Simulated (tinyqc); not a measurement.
# Worked calculation: surface potential of a MOS transistor: implicit equation and explicit approximations

tinyqc, about 0.01 s, one thread, Intel Xeon 2.30GHz (shared host): `OMP_NUM_THREADS=1 python tinyqc.py 2122159 2122160 out.jsonl` Printed values are rounded.

p-type body, charge-sheet picture, depletion and inversion only, full ionisation (an idealisation for deep acceptors), Boltzmann statistics (rough once Na exp(x - xn) passes about Nc/7). In units of Vt: xg = (Vg - Vfb)/Vt, x = psi/Vt, G = gamma/sqrt(Vt), xn = (2 phiF + Vc)/Vt. The implicit equation is (xg - x)^2 = G^2 [x - 1 + exp(x - xn)] for x above about 3. Cox = eps0 eox/tox.

Values chosen for this exercise; band and dielectric values close to those of silicon: temperature T = 250 K; band gap Eg = 1.12 eV; relative permittivity eps_r = 11.9; conduction-band density of states at T Nc = 2.16e19 cm^-3; valence-band density of states at T Nv = 1.99e19 cm^-3; relative permittivity of the gate insulator (close to silicon nitride) eox = 7.4; insulator thickness tox = 28 nm; acceptor density Na = 1.3e16 cm^-3; flat-band voltage Vfb = -0.41 V; channel-body voltage Vc = 0.2 V; gate-body voltage Vg = 1.59 V.

Constants: q = 1.602176634e-19 C, kB = 1.380649e-23 J/K, Vt = kB T/q, eps0 = 8.8541878128e-14 F/cm where lengths are in cm. Results are converted to the units shown.

Range of the model: The electron quasi-Fermi level lies less than 2 Vt below the band edge at the surface, or above it, where degeneracy and confinement, left out, matter.

## Scales

ni = sqrt(Nc Nv) exp(-Eg/(2 Vt)), Eg in volts; phiF = Vt ln(Na/ni); gamma = sqrt(2 q eps0 eps_r Na)/Cox; VT = Vfb + Vt (xn + G sqrt(xn - 1)).

phiF = 0.401128 V
gamma = 0.283118 V^0.5
G = 1.92891
xn = 46.5228
VT = 0.872631 V
xg = 92.8361

## Explicit approximation

Depletion value a = 1 + [sqrt(G^2/4 + xg - 1) - G/2]^2; inversion value b = xn + ln[(xg - xn)^2/G^2 - xn + 1] and first guess y = min(a, b) - ln(1 + exp(-|a - b|)) if a > xn + 1, else b = y = a; one second-order correction with D = exp(y - xn), p = 2 (xg - y) + G^2 (1 + D), w = (xg - y)^2 - G^2 (y - 1 + D): z = y + 2 w/(p + sqrt(p^2 - 2 (2 - G^2 D) w)), or the Newton step z = y + w/p where the root is not real.

a = 76.1182
b = 52.7975
y = 52.7975
p = 2059.35
w = -565.178
z = 52.4724

The root of the implicit equation is x = 52.4793; y misses it by 0.32 and z by -0.0069, in units of Vt.

## Starting value

x = y rounded to two decimals.

x at the start = 52.8

## Iteration 1: new x

D = exp(x - xn), f = (xg - x)^2 - G^2 (x - 1 + D), f' = -2 (xg - x) - G^2 (1 + D), x(new) = x - f/f'.

D = 532.280
f = -570.278
f' = -2064.23
x after iteration 1 = 52.5237

## Iteration 2: new x

As before.

D = 403.793
f = -68.9958
f' = -1586.73
x after iteration 2 = 52.4803

## Iteration 3: new x

As before.

D = 386.611
f = -1.39808
f' = -1522.89
x after iteration 3 = 52.4793

## Course of the iteration

Stop when the step is below 1e-11, or after 60 iterations.

Course of the iteration:
```
iteration  x before the step       step
1                       52.8     -0.276
2                    52.5237    -0.0435
3                    52.4803   -9.18e-4
4                    52.4793   -3.98e-7
5                    52.4793  -7.11e-14
```

Converged in 5 iterations.

## Potential, charges and gate control

converged x = 52.4793

psi = Vt x; N_dep = Cox Vt G sqrt(x - 1)/q; N_inv = (Cox Vt G/q) [sqrt(x - 1 + exp(x - xn)) - sqrt(x - 1)]; dpsi/dVg = 1/[1 + G^2 (1 + exp(x - xn))/(2 (xg - x))].

psi = 1.13058 V
N_dep = 4.35464e11 cm^-2
N_inv = 8.3435e11 cm^-2
dpsi/dVg = 0.0530463

psi lies 6.0 Vt above 2 phiF + Vc.
